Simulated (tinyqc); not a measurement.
Hall effect and magnetoresistance of several carrier groups with constant relaxation times: one step, computed by the program tinyqc.

Group 1 has charge -e and group 2 charge -e; s_i is that sign. B lies along z; mu B is formed with mu in m^2/(V s).

Task: Resistivity, Hall coefficient and magnetoresistance. rho_xx = sigma_xx/(sigma_xx^2 + sigma_xy^2); Hall coefficient R_H = sigma_xy/(B (sigma_xx^2 + sigma_xy^2)), with B in V s/cm^2 (1 T = 1e-4 V s/cm^2); magnetoresistance MR = rho_xx(B)/rho_xx(0) - 1. Apparent density 1/(e |R_H|); Hall mobility |R_H|/rho_xx.

Inputs (values chosen for the exercise, for a model conductor): magnetic field B = 7 T.

Carriers: two electron groups. Densities: per volume.

sigma_xx = 0.5811077 S/cm

sigma_xy = -3.094378 S/cm

sigma at B = 0 = 93.18259 S/cm

Constants: e = 1.602176634e-19 C.

Give: rho_xx; Hall coefficient R_H; magnetoresistance MR; apparent density; Hall mobility.

Result:

rho_xx = 0.05862 ohm cm

Hall coefficient R_H = -445.9 cm^3/C

magnetoresistance MR = 446.3 %

apparent density = 1.400e+16 1/cm^3

Hall mobility = 7607 cm^2/(V s)
